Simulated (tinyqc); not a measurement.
Tight binding, honeycomb lattice, step by step. One step of it, computed by the program tinyqc.

Problem. Levels at k. Diagonalise the Hermitian matrix.

H(k) at k (eV):
```
,A,B
A,0.150000,-4.254536+1.066500i
B,-4.254536-1.066500i,-0.150000
```

Give: eigenvalues; weights |c|^2 of the basis functions.

Solution.

eigenvalues (eV): -4.3887  4.3887

weights |c|^2 of the basis functions:
```
,band 1,band 2
A,0.4829,0.5171
B,0.5171,0.4829
```
